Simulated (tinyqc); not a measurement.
Keating valence-force model of a tetrahedral crystal: one step, computed by the program tinyqc. Command: `OMP_NUM_THREADS=1 python tinyqc.py 3009462 3009463 out.jsonl keating walk`. One thread of a shared host (Intel(R) Xeon(R) Processor @ 2.30GHz), about 0.02 s of CPU time with the checks.

Atom A sits at 0 and atom B at a/4 (1,1,1) of an fcc lattice; the four bonds from A are t = a/4 (1,1,1), a/4 (1,-1,-1), a/4 (-1,1,-1), a/4 (-1,-1,1), of length d = sqrt(3) a/4. Energy: E = (3 alpha/(8 d^2)) sum over bonds (r.r - d^2)^2 + (3 beta/(8 d^2)) sum over pairs of bonds at one atom (r_i.r_j + d^2/3)^2, with beta_A for the six pairs at A and beta_B for the six at B. The cell holds two atoms, Omega = a^3/4. 1 N/m = 1 J/m^2. With constants fitted to the elastic moduli this model puts optical and zone-boundary frequencies of real crystals too high, by up to about 20 % in elemental crystals and up to about 50 % in compounds, and mostly by more for TA modes; in compounds the lattice part of the static dielectric constant then comes out too low.

Task: Dynamical matrix at q. With displacements u exp(i q.r), each bracket changes by g.u, where g = (g_A, g_B): bond t, g = (-2 t, 2 t exp(i q.t)); pair (i, j) at A, g = (-(t_i + t_j), t_i exp(i q.t_j) + t_j exp(i q.t_i)); pair at B, g = (-t_i exp(-i q.t_j) - t_j exp(-i q.t_i), t_i + t_j). Then D_mn = sum over the 4 bonds and 12 pairs of (4 k/a^2) conj(g_m) g_n / sqrt(M_m M_n), with k = alpha or beta converted to eV/angstrom^2. Only the short-range forces enter; the Coulomb field of the charges is left out.

Inputs (values chosen for the exercise, modelled on gallium phosphide): mass M_A = 69.72 u; mass M_B = 30.97 u; bond stretching alpha = 49.1 N/m; bond bending beta_A = 9.58 N/m; bond bending beta_B = 11.3 N/m.

Structure: zinc blende.

wave vector q (2 pi/a): [0.35, 0.13, 0.17]

Constants: 1 eV/angstrom^2 = 16.02176634 J/m^2.

Give: D(q).

Result:

D(q) (eV/(angstrom^2 u)), rows A x, A y, A z, B x, B y, B z:
```
[[0.2231, 0.0036+0.0024i, 0.0046+0.0016i, -0.2576+0.0089i, 0.0212-0.0458i, 0.0280-0.0346i],
 [0.0036-0.0024i, 0.2151, 0.0020-0.0005i, 0.0212-0.0458i, -0.2576+0.0089i, 0.0095-0.1025i],
 [0.0046-0.0016i, 0.0020+0.0005i, 0.2156, 0.0280-0.0346i, 0.0095-0.1025i, -0.2576+0.0089i],
 [-0.2576-0.0089i, 0.0212+0.0458i, 0.0280+0.0346i, 0.4989, 0.0068-0.0046i, 0.0088-0.0031i],
 [0.0212+0.0458i, -0.2576-0.0089i, 0.0095+0.1025i, 0.0068+0.0046i, 0.4835, 0.0039+0.0010i],
 [0.0280+0.0346i, 0.0095+0.1025i, -0.2576-0.0089i, 0.0088+0.0031i, 0.0039-0.0010i, 0.4845]]
```
